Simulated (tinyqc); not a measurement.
Worked calculation: RKS/BLYP in the 6-31g basis, for H3-, spin multiplicity 1. The basis has no diffuse functions, so it cannot describe the extra electron: this is an exercise in the method, not the real anion. Computed by tinyqc, a small Python program that keeps every step (integrals from PySCF). Settings: charge = -1, multiplicity = 1, basis = 6-31g, energy threshold = 1e-10, iteration cap = 75, orthogonalisation = symmetric, start = atomic densities, DIIS depth = 6, method = RKS, functional = blyp, grid = [30, 86]. Command: `OMP_NUM_THREADS=1 python tinyqc.py 25701 25702 out.jsonl` (the two numbers bound the seeds that draw the settings). One thread of a shared host (Intel(R) Xeon(R) Processor @ 2.60GHz), about 3 s of CPU time with the checks.

Geometry (angstrom):
```
atom        x        y        z
H     0.00000  0.00000  0.00000
H     0.00000  0.00000  0.98300
H     0.00000  0.90800  0.37700
```

Stop when the energy changes by less than 1e-10 hartree and every element of the error matrix X^T (F D S - S D F) X is below 3e-06.

Course of the cycle:
```
iteration  E (hartree)     change  largest element of the error matrix
1           -1.5525663          -                             1.40e-01
2           -1.4068125   1.46e-01                             1.06e-01
3           -1.4329395  -2.61e-02                             2.58e-02
4           -1.3578039   7.51e-02                             1.16e-01
5           -1.3516527   6.15e-03                             1.20e-01
6           -1.3613439  -9.69e-03                             1.18e-01
7           -1.3522909   9.05e-03                             1.28e-01
8           -1.3550472  -2.76e-03                             1.27e-01
9           -1.3852136  -3.02e-02                             9.62e-02
10          -1.3906787  -5.47e-03                             1.28e-01
11          -1.3958787  -5.20e-03                             1.07e-01
12          -1.3445297   5.13e-02                             1.36e-01
13          -1.3386578   5.87e-03                             1.47e-01
14          -1.4055082  -6.69e-02                             8.57e-02
...                ...        ...                                  ...
62          -1.3468293   9.47e-03                             9.18e-02
63          -1.3469448  -1.15e-04                             9.24e-02
64          -1.3854356  -3.85e-02                             9.02e-02
65          -1.4275492  -4.21e-02                             3.19e-02
66          -1.4038366   2.37e-02                             6.21e-02
67          -1.4094155  -5.58e-03                             5.26e-02
68          -1.4330824  -2.37e-02                             1.86e-02
69          -1.3654671   6.76e-02                             1.13e-01
70          -1.3588168   6.65e-03                             1.18e-01
71          -1.3645864  -5.77e-03                             1.14e-01
72          -1.3830336  -1.84e-02                             9.37e-02
73          -1.3808169   2.22e-03                             9.68e-02
74          -1.3832480  -2.43e-03                             9.33e-02
75          -1.3394282   4.38e-02                             1.39e-01
```

Can the last value be used, and what does the course show?

Not by the stop rule. Not converged within the cap of 75 iterations: the residual wanders without falling. Reruns (cap 100 unless said): DIIS 8: not converged; damping 0.5: not converged; level shift 0.5: converged in 16; atomic densities as start, DIIS 8: not converged; the original settings with a cap of 400: not converged. PySCF RKS in the same basis, fine grid = -1.3465661 hartree, which differs from a converged run on this coarse grid by the grid error.
